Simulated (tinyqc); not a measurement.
Comparisons within one model: donor near an oxide interface in a gate field (two-state model). A value that a table varies takes the place of the one given here.

Interface at z = 0 (hard wall), donor at z = d, field F pulling electrons to the interface: potential e F z; 1 kV/cm = 1e-5 eV/angstrom, c = hbar^2/2m0, q = e^2/(4 pi eps0), Q = (eps - eo)/(eps + eo). Donor state: E_D = e F d - ED - q Q/(4 eps d), the last term joining the images of ion and electron. Interface state: z exp(-b z/2) exp(-rho^2/(2 L^2)) with E_z = c b^2/(4 mz) + 3 e F/b + q Q b/(8 eps), minimised over b; in the plane at z = 3/b the ion (distance D = d - 3/b) and its image (D' = d + 3/b) give E_rho = c/(mt L^2) - (q/eps)(sqrt(pi)/L)[erfcx(D/L) + Q erfcx(D'/L)], erfcx(x) = exp(x^2) erfc(x), minimised over L. E_I = E_z + E_rho.

The two states couple by t = t0 exp(-D/aD) with t0 = q/(eps aD) (2 aD/L) sqrt(aD b/2) v, v a valley factor; this form is an estimate. With detuning u = E_D - E_I the splitting is sqrt(u^2 + 4 t^2) and the lower state has weight (1 - u/sqrt(u^2 + 4 t^2))/2 on the donor.

Constants: hbar^2/2m0 = 3.80998211 eV angstrom^2; e^2/(4 pi eps0) = 14.39964547 eV angstrom.

Inputs chosen for the exercise (near those of a donor in Si below SiO2, static dielectric constants; shifted at random, so the results belong to these values and not to a real crystal): d = 120 angstrom (depth of the donor); ED = 30.9 meV (bulk binding energy); mz = 0.93 m0 (mass across the interface); mt = 0.194 m0 (mass in the plane); eps = 11.2 (dielectric constant of the semiconductor); eo = 3.9 (dielectric constant of the oxide); aD = 18.2 angstrom (donor radius); v = 0.32 (valley factor); Fl = (36.52, 37.865, 38.402, 38.671, 38.94, 39.478, 40.823) kV/cm (fields); dl = (60, 80, 105, 135, 170, 215, 270) angstrom (depths).

## Sweeping the field

Both levels, the splitting, the donor weight and the mean depth w d + (1 - w) 3/b.

Results:
```
F (kV/cm)  E_D (meV)  E_I (meV)  splitting (meV)  donor weight  mean depth (angstrom)
36.520        11.629     13.233             1.62         0.995                  119.6
37.865        13.243     13.847            0.641         0.971                  117.8
38.402        13.887     14.090            0.293         0.845                  107.9
38.671        14.210     14.211            0.210         0.501                   80.9
38.940        14.533     14.331            0.291         0.153                   53.6
39.478        15.179     14.571            0.642         0.027                   43.5
40.823        16.793     15.163             1.64         0.004                   41.2
```

What does this show, and why?

E_D rises by 1.20 and E_I by 0.45 meV per kV/cm, so they cross once, near 38.7 kV/cm, where the splitting is 2t = 0.21 meV. The donor weight passes from 0.85 to 0.15 while the detuning goes from -2t to 2t, a window of 0.56 kV/cm or 1.4 % of the field; across the table the charge moves by 78 angstrom.

## Depth of the donor

Critical field, and the coupling, E_rho and L at that field.

Results:
```
d (angstrom)  critical field (kV/cm)  e F d/ED  t (meV)  E_rho (meV)  L (angstrom)
60                              90.6     1.759      3.0       -24.32            51
80                              63.1     1.632     0.96       -18.65            63
105                             45.3     1.540     0.24       -14.50            78
135                             33.7     1.471    0.047       -11.48            94
170                             25.7     1.416   0.0071        -9.26           111
215                             19.7     1.369  0.00064        -7.43           132
270                             15.2     1.328  3.4e-05        -6.00           156
```

How do the results move?

The critical field falls from 91 to 15 kV/cm, with exponent -1.19 in d, while t drops by a factor 8.8e+04, about e for each 19 angstrom at the end (aD = 18.2). One lattice plane (1.36 angstrom) of misplacement changes t by 7 % and the critical field by about 1.6 % at 105 angstrom.

## What each parameter does

Critical field (E_D = E_I), and t and L there. Each row changes one parameter from the base and keeps the others.

Results:
```
case              critical field (kV/cm)  t (meV)  L (angstrom)
base                                38.7    0.105          85.9
d = 135 angstrom                    33.7   0.0466          93.7
ED = 36.9 meV                       46.5   0.0920          87.3
aD = 20 angstrom                    38.7    0.162          85.9
mz = 0.79 m0                        39.7    0.112          85.2
mt = 0.223 m0                       38.2    0.112          81.3
eo = 5.8                            37.3   0.0969          88.0
eps = 11.9                          39.5   0.0949          88.0
```

What can be read from the table?

The largest shifts from the base row, up to three for each result and ties (the steps differ in size, so this ranks the rows, not the parameters). critical field (kV/cm): ED +7.8, d -5.0, eo -1.4; unchanged at the printed digits by aD. t (meV): d -0.0586, aD +0.0572, ED -0.0132. L (angstrom): d +7.8, mt -4.7, eo +2.1, eps +2.1; unchanged at the printed digits by aD.

Program tinyqc; command `OMP_NUM_THREADS=1 python tinyqc.py 1282121 1282122 out.jsonl`; about 0.08 s on one thread of a shared Intel(R) Xeon(R) Processor @ 2.30GHz.
